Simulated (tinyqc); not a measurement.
Raman shift of the zone-centre optical phonon of a diamond-structure crystal under stress: one step, computed by the program tinyqc. Command: `OMP_NUM_THREADS=1 python tinyqc.py 3001625 3001626 out.jsonl ramanstress walk`. One thread of a shared host (Intel(R) Xeon(R) Processor @ 2.30GHz), about 0.01 s of CPU time with the checks.

Axes x, y, z are the cube axes. Strain shifts the threefold optical mode and can split it; p, q and r are the phonon deformation potentials.

Task: The line seen from a (001) surface. Backscattering from a (001) surface: incident polarisation (cos phi, sin phi, 0). With Raman tensors (R_z)_xy = (R_z)_yx = 1 and cyclic, only the z component u_z of a mode counts: I = u_z^2 sin^2(2 phi) for parallel and u_z^2 cos^2(2 phi) for crossed polarisers. An unresolved line sits at the intensity-weighted shift, which is M_zz/(2 omega_0).

Inputs (values chosen for the exercise, modelled on diamond): stress sigma (tension positive) = 0.18 GPa; polarisation angle phi = 20 degree.

Stress state: biaxial. Axis: [001].

M/(2 omega_0) (1/cm):
```
            x           y           z
x  -0.4249244   0.0000000   0.0000000
y   0.0000000  -0.4249244   0.0000000
z   0.0000000   0.0000000  -0.3070178
```

Give: total intensity, parallel; total intensity, crossed; shift of the observed line; shift per stress; stress per shift.

Result:

total intensity, parallel = 0.4132

total intensity, crossed = 0.5868

shift of the observed line = -0.3070 1/cm

shift per stress = -1.706 1/(cm GPa)

stress per shift = -586.3 MPa cm

The z-polarised mode is an eigenmode here, so one line is seen.
